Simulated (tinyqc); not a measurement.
Inside a calculation: defect, radiative and Auger recombination at equal electron and hole densities (ABC model). Values are carried at full precision from step to step, so a last printed digit may differ when a step is redone from the rounded ones.

J/(e d) = Ae n + B n^2 + C n^3 with Ae = A + 4 S/w (four side walls, carriers spread evenly), e = 1.602176634e-19 C, lengths in cm; internal efficiency IQE = B n^2/(Ae n + B n^2 + C n^3); all injected carriers recombine in the layer.

Values chosen for the exercise (orders of magnitude like those quoted for Si; not measured data): A = 3900 1/s (defect rate); B = 6.9e-15 cm^3/s (radiative coefficient); C = 3.8e-30 cm^6/s (Auger coefficient); S = 0 cm/s (recombination velocity of the side walls); w = 5000 micrometre (side of the square mesa); d = 180000 nm (active thickness); J = 0.47 A/cm^2 (current density); ex = 0.69 (extraction efficiency); Eph = 1.09 eV (photon energy).

## The efficiency peak

IQE peaks at n_p = sqrt(Ae/C); with Q = B/sqrt(Ae C), IQE_max = Q/(Q + 2).

Ae = 3900 1/s
n_p = 3.204e+16 1/cm^3
Q = 0.05668
IQE_max = 0.0276
J at the peak = 0.741 A/cm^2

The side walls are taken as passivated.

## Carrier density at the given current

G = J/(e d). Newton steps from the smallest of G/Ae, sqrt(G/B) and (G/C)^(1/3); stop when the relative step is below 1e-9.

G = 1.630e+20 1/(cm^3 s)

Newton steps:

| step | n (1/cm^3) | rate/G | relative step |
|---|---|---|---|
| 1 | 3.5003e+16 | 1.88952 | -0.23 |
| 2 | 2.7104e+16 | 1.14395 | -0.068 |
| 3 | 2.5249e+16 | 1.00652 | -0.0037 |
| 4 | 2.5157e+16 | 1.00002 | -8.7e-06 |
| 5 | 2.5156e+16 | 1.00000 | -4.9e-11 |

n = 2.516e+16 1/cm^3

The start is an upper bound and the function is convex, so the steps fall monotonically; 5 are needed.

## Shares, lifetimes and light

Shares of the three paths; lifetime n/G = 1/(Ae + B n + C n^2); differential lifetime 1/(Ae + 2 B n + 3 C n^2) and bandwidth 1/(2 pi tau_d); optical power density ex IQE J Eph/e.

shares: defect 0.6020, radiative 0.0268, Auger 0.3712

lifetime = 1.54e+05 ns
differential lifetime = 8.72e+04 ns
bandwidth = 0.00182 MHz
optical power density = 0.00947 W/cm^2

The defect path is the largest; the device runs below its efficiency peak, where the defect and Auger shares are equal.

## Checks

- Density from Newton steps against bisection (1/cm^3): both 2.5156e+16.

Computed by tinyqc, a small Python program: `OMP_NUM_THREADS=1 python tinyqc.py 1651532 1651533 out.jsonl` (the numbers bound the seed that draws the inputs); one thread of a shared host (Intel(R) Xeon(R) Processor @ 2.30GHz), about 0.01 s for the whole set of steps.
